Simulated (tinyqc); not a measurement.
Quaternary alloy A(x)B(1-x)C(y)D(1-y) matched to a substrate, step by step. Values are carried at full precision from step to step, so a last printed digit may differ when a step is redone from the rounded ones.

Matching a(x,y) = a_s gives x = (a_s - y a_BC - (1 - y) a_BD)/(y (a_AC - a_BC) + (1 - y)(a_AD - a_BD)).
Constants: hc = 1239.841984 eV nm.

Values chosen for the exercise (AC, AD, BC, BD near GaAs, GaSb, InAs and InSb; substrate near GaSb; shifted at random, so the results belong to these values and not to a real crystal):
- a = (5.653, 6.102, 6.054, 6.473) angstrom (lattice constants of AC, AD, BC, BD)
- a_s = 6.102 angstrom (substrate)
- y = 0.22 (fraction of C)
- Eg = (1.538, 0.823, 0.42, 0.234) eV (gaps at Gamma of AC, AD, BC, BD)
- Cb = (0.474, 0.433, 1.328, 0.61) eV (bowing of ABC, ABD, ACD, BCD)
- dx = -0.025 (error of x in growth)

## The matched composition

Give numerator, denominator and x.

numerator = -0.27882 angstrom
denominator = -0.37760 angstrom
x = 0.7384

## The gap by rule 1

Q(x,y) = x y Q_AC + x (1 - y) Q_AD + (1 - x) y Q_BC + (1 - x)(1 - y) Q_BD for the lattice constant. Gap, rule 1: Q(x,y) - x (1 - x)[y C_ABC + (1 - y) C_ABD] - y (1 - y)[x C_ACD + (1 - x) C_BCD]. Rule 2 (mean of ternaries): {x (1 - x)[y T_ABC(x) + (1 - y) T_ABD(x)] + y (1 - y)[x T_ACD(y) + (1 - x) T_BCD(y)]}/{x (1 - x) + y (1 - y)}, T_ABC(x) = x E_AC + (1 - x) E_BC - C_ABC x (1 - x), T_ACD(y) = y E_AC + (1 - y) E_AD - C_ACD y (1 - y), and alike. Only the Gamma valley is followed.

Give the four weights, the bilinear part, the two bowing terms, the gap and hc/gap.

weights of AC, AD, BC, BD: 0.1624  0.5760  0.0576  0.2040

bilinear part = 0.7958 eV

bowing terms (eV): 0.0854  0.1957

gap = 0.5147 eV
wavelength = 2409 nm

## The gap by rule 2

Give the four ternary gaps and their weighted mean.

T_ABC, T_ABD, T_ACD, T_BCD (eV): 1.1540  0.5853  0.7524  0.1702

gap = 0.6585 eV

Rule 2 lies 144 meV above rule 1: it averages the two bowing terms where rule 1 adds them. Both agree on the ternary edges.

## An error in composition

Replace x by x + dx; mismatch (a_s - a)/a and change of the relaxed gap by rule 1.

a = 6.1114 angstrom
mismatch = -0.154 %
change of the gap = -19.5 meV

The layer would be under compression; the strain shift of the gap is not included.

## Checks

- Lattice constant at the matched composition against a_s (angstrom): both 6.1020.
- Rule 2 as a mean of ternaries against its form with averaged bowing (eV): both 0.6585.

Run: tinyqc, `OMP_NUM_THREADS=1 python tinyqc.py 1081194 1081195 out.jsonl`; Intel(R) Xeon(R) Processor @ 2.30GHz, one thread, shared host; about 0.01 s of CPU time with all checks.
